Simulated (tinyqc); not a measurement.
Strain, valley repopulation and piezoresistance in a many-valley conduction band: one step, computed by the program tinyqc.

Valleys are ellipsoids with mass m_l along the axis a and m_t across it, parabolic, with one constant relaxation time; strain shifts the valleys and leaves the masses alone. Currents are taken along [111], along the load, and along [1-10], across the load.

Problem. Strain. Compliances S11 = (C11 + C12)/((C11 - C12)(C11 + 2 C12)), S12 = -C12/((C11 - C12)(C11 + 2 C12)), S44 = 1/C44; stress sigma_ij = X n_i n_j for the unit vector n of the load; e_xx = S11 sigma_xx + S12 (sigma_yy + sigma_zz), e_xy = S44 sigma_xy/2 (tensor strain).

Inputs (values chosen for the exercise, for a model crystal):

| quantity | value | unit |
|---|---|---|
| C11 | 136 | GPa |
| C12 | 51.9 | GPa |
| C44 | 67 | GPa |
| stress X (tension positive) | 39 | MPa |

Valley axes: <111> (4 valleys). Load: uniaxial [111].

Give: strain tensor.

Solution.

strain tensor (%):
```
           x          y          z
x  0.0054212  0.0097015  0.0097015
y  0.0097015  0.0054212  0.0097015
z  0.0097015  0.0097015  0.0054212
```
